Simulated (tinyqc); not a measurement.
Comparisons within one model: deformation potentials from a strained empirical pseudopotential. A value that a table varies takes the place of the one given here.

Diamond lattice, no spin-orbit coupling. Atomic form factor V(q) = a1 (q^2 - a2)/(a3 exp(a4 q^2) - 1) in rydberg with q in 1/bohr, for the unstrained cell. Under a strain e the reciprocal vectors and k go over into (1 + e)^(-1) G, the atoms sit at +/- tau with tau = (1 + e) a (1,1,1)/8 - zeta a (eyz, ezx, exy)/4, and H(G,G') = c |k + G|^2 delta + (V(q)/det(1 + e)) cos(q.tau), q = G - G', with the term q = 0 left out; c = hbar^2/2m0. The basis is fixed before straining: all G with |k + G|^2 up to 16 (2 pi/a)^2. k is given in units of 2 pi/a of the unstrained cell.

Constants: hbar^2/2m0 = 3.80998211 eV angstrom^2; Ry = 13.60569312 eV; a0 (Bohr radius) = 0.5291772105 angstrom.

Inputs chosen for the exercise (a germanium-sized cell with gaps well above those of Ge; the results hold for these values, not for the real material): a = 5.656 angstrom (lattice constant); A = (0.403, 2.392, 2.065, 0.454) (a1 (Ry bohr^2), a2 (1/bohr^2), a3, a4 (bohr^2)); h = 0.002 (size of the test strain); kD = 0.82 2 pi/a (position of the Delta minimum); a1 = 0.403; a2 = 2.392; a3 = 2.065; a4 = 0.454.

## The internal displacement

Xu of L (level 5, the lowest empty one) and d from exy = eyz = ezx = h for several zeta: Xu = [E(L [111]) - E(L [1-1-1])]/((8/3) h), d = (single valence level - pair)/(3 sqrt(3) h). zeta = 0 strains the bonds with the lattice; zeta = 1 keeps all four bond lengths equal to first order.

Results:

| zeta | Xu (L) (eV) | d (eV) |
|---|---|---|
| 0.00 | 9.18 | 1.77 |
| 0.25 | 10.29 | -0.60 |
| 0.50 | 11.40 | -2.98 |
| 0.60 | 11.85 | -3.92 |
| 0.75 | 12.52 | -5.35 |
| 1.00 | 13.65 | -7.72 |

From zeta = 0 to 1, d goes from 1.77 to -7.72 eV and Xu (L) from 9.18 to 13.65 eV, both nearly linearly: the displacement is an optical-phonon mode, and d = d(0) - zeta d0/4 gives its deformation potential d0 = 38 eV. Leaving the relaxation out (zeta = 0 for 0.5) moves d by +4.74 eV, which reverses its sign, and Xu (L) by -2.22 eV. Tetragonal strain has no such freedom.

## Size of the test strain

e = diag(-h/2, -h/2, h). Xu = [E(Delta z) - E(Delta x)]/(1.5 h) at fixed kD, b = [E(Z) - E(X, Y)]/(4.5 h); one-sided from +h alone, central from +h and -h.

Results (eV):

| h | Xu one-sided | Xu central | b one-sided | b central |
|---|---|---|---|---|
| 0.0010 | 7.812 | 7.815 | -2.980 | -2.976 |
| 0.0025 | 7.807 | 7.815 | -2.985 | -2.976 |
| 0.0050 | 7.799 | 7.815 | -2.993 | -2.977 |
| 0.0100 | 7.784 | 7.816 | -3.010 | -2.977 |
| 0.0200 | 7.755 | 7.819 | -3.044 | -2.977 |
| 0.0300 | 7.727 | 7.824 | -3.077 | -2.978 |

From h = 0.001 to 0.03 the one-sided Xu drifts by -0.084 eV and the central one by +0.009 eV; for b the drifts are -0.098 and -0.001 eV. The central difference cancels the term of second order in the strain, so its error goes as h^2. At h = 0.02 the linear law errs by 0.8 % for the valley splitting and 2.3 % for the valence splitting.

## What each parameter of the potential does

Gaps from the valence top to level 5 at Gamma and level 5 at (kD,0,0) and L, and their deformation potentials [E(+h) - E(-h)]/(3 ln((1 + h)/(1 - h))) for e = +/- h 1, h = 0.002. The row for the lattice constant keeps V(q) without the volume factor, so it is not a strain. Each row changes one parameter from the base and keeps the others.

Results:

| case | Gamma (eV) | Delta (eV) | L (eV) | potential Gamma (eV) | potential Delta (eV) | potential L (eV) |
|---|---|---|---|---|---|---|
| base | 1.837 | 1.267 | 1.232 | -8.98 | 0.87 | -2.93 |
| a = 5.599 angstrom | 2.030 | 1.023 | 1.174 | -8.79 | 1.18 | -2.73 |
| a1 = 0.399 | 1.813 | 1.197 | 1.185 | -8.90 | 0.90 | -2.89 |
| a2 = 2.368 | 1.974 | 1.204 | 1.249 | -8.93 | 0.94 | -2.88 |
| a3 = 2.086 | 1.814 | 1.172 | 1.171 | -8.88 | 0.90 | -2.89 |
| a4 = 0.449 | 1.901 | 1.344 | 1.295 | -9.13 | 0.79 | -3.02 |

The largest shifts from the base row, up to three for each result and ties (the steps differ in size, so this ranks the rows, not the parameters). Gamma (eV): a +0.193, a2 +0.136, a4 +0.064. Delta (eV): a -0.244, a3 -0.096, a4 +0.076. L (eV): a4 +0.063, a3 -0.061, a -0.058. potential Gamma (eV): a +0.20, a4 -0.15, a3 +0.10. potential Delta (eV): a +0.30, a4 -0.09, a2 +0.06. potential L (eV): a +0.20, a4 -0.10, a2 +0.04, a1 +0.04.

Run: tinyqc, `OMP_NUM_THREADS=1 python tinyqc.py 1850768 1850769 out.jsonl`; Intel(R) Xeon(R) Processor @ 2.30GHz, one thread, shared host; about 0.2 s of CPU time with all checks.
